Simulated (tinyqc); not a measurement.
Free and trapped electrons in a MOS channel with a dense trap tail: two steps of the calculation.

p-type body, charge-sheet picture, full ionisation (an idealisation for deep acceptors), Boltzmann statistics for free electrons. e = Ec - EF at the surface. Acceptor-like traps of density D(E) = D0 + De exp(-E/Ew) at depth E below Ec, from 0 to Eu, hold n_t = integral of D(E)/(1 + exp((e - E)/Vt)). psi = Eg - Vt ln(Nv/Na) - e; N_dep = sqrt(2 eps0 eps_r Na (psi - Vt)/q); n_f = sqrt(N_dep^2 + 2 eps0 eps_r Vt Nc exp(-e/Vt)/q) - N_dep; Vg = Vfb + psi + q (N_dep + n_t + n_f)/Cox, Cox = eps0 eox/tox.

Inputs (values chosen for the exercise); band and dielectric values close to those of 4H silicon carbide: temperature T = 300 K; band gap Eg = 3.29 eV; relative permittivity eps_r = 9.72; conduction-band density of states at T Nc = 1.7e19 cm^-3; valence-band density of states at T Nv = 2.45e19 cm^-3; relative permittivity of the insulator eox = 3.9; insulator thickness tox = 69 nm; acceptor density Na = 4.3e16 cm^-3; flat-band voltage without trapped charge Vfb = -2.53 V; constant background density of acceptor-like traps D0 = 2.2e10 cm^-2 eV^-1; density of the tail at the conduction edge De = 7.2e13 cm^-2 eV^-1; decay energy of the tail Ew = 0.14 eV; depth below Ec down to which the traps reach Eu = 0.74 eV; mobility of free electrons mf = 100 cm^2/(V s); Ec - EF at the surface e = 0.074 eV.

Constants: q = 1.602176634e-19 C, kB = 1.380649e-23 J/K, Vt = kB T/q, eps0 = 8.8541878128e-14 F/cm where lengths are in cm. Results are converted to the units shown.

Question 1. Trapped charge. Trapezoid rule on 13 equal steps from 0 to Eu, f = 1/(1 + exp((e - E)/Vt)).

Find: E; D(E) f; n_t.

Answer 1.

```
point   E (eV)  D(E) f (cm^-2 eV^-1)
0            0              3.892e12
1      0.05692              1.634e13
2       0.1138              2.632e13
3       0.1708              2.079e13
4       0.2277              1.414e13
5       0.2846              9.447e12
6       0.3415              6.300e12
7       0.3985              4.203e12
8       0.4554              2.806e12
9       0.5123              1.876e12
10      0.5692              1.257e12
11      0.6262              8.441e11
12      0.6831              5.695e11
13      0.7400              3.866e11
```

n_t = 6.092e12 cm^-2

Question 2. Charges and gate voltage. psi, N_dep, n_f and Vg as defined, with the n_t given; free share n_f/(n_f + n_t); apparent mobility mf n_f/(n_f + n_t); gate voltage spent on traps q n_t/Cox.

n_t = 6.0924901e12 cm^-2

Give: psi; N_dep; n_f; Vg; free share; apparent mobility; gate voltage spent on traps.

Answer 2.

psi = 3.0520 V
N_dep = 1.1823e12 cm^-2
n_f = 1.0904e11 cm^-2
Vg = 24.161 V
free share = 1.7583 %
apparent mobility = 1.7583 cm^2/(V s)
gate voltage spent on traps = 19.505 V

Program tinyqc, `OMP_NUM_THREADS=1 python tinyqc.py 2222075 2222076 out.jsonl`; Intel Xeon 2.30GHz, shared host, one thread, about 0.02 s.
